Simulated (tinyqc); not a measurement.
## Offset from the accumulated charge

Problem. Layer 1 (x < 0) accumulates electrons and layer 2 (x > 0) is depleted. Boltzmann statistics. Sheet densities from the first integral: Q1 = sqrt((2 eps0 eps_r Vt N1/q)(exp(u1) - u1 - 1)) extra electrons, Q2 = sqrt((2 eps0 eps_r Vt N2/q)(exp(-u2) + u2 - 1)) missing ones, u = V/Vt; neutrality Q1 = Q2 + si. V1 + V2 = dE + Vt ln[(N2/Nc2)/(N1/Nc1)]. Find V1, V2 and dE.

Values chosen for this exercise; values of the order of III-V alloys:
```
symbol,value,unit,meaning
T,300,K,temperature
eps_r,13.4,,relative permittivity of both layers
Nc1,7.1e17,cm^-3,density of states of the narrow-gap layer 1
Nc2,5.3e17,cm^-3,density of states of the wide-gap layer 2
N1,2.7e16,cm^-3,donor density in layer 1
N2,2e16,cm^-3,donor density in layer 2
si,0,cm^-2,fixed charge at the interface
```

Constants: q = 1.602176634e-19 C, kB = 1.380649e-23 J/K, Vt = kB T/q, eps0 = 8.8541878128e-14 F/cm where lengths are in cm. Results are converted to the units shown.

Q1 = 2.2463265e11 cm^-2

Solution. Each sheet density rises steadily with its bending, so Q1 fixes V1 and Q2 = Q1 - si fixes V2.

V1 = 0.0536 V
V2 = 0.196 V
dE = 0.250 eV

Numbers from tinyqc (`OMP_NUM_THREADS=1 python tinyqc.py 2410054 2410055 out.jsonl`; about 0.07 s on one thread of a shared Intel Xeon 2.30GHz).
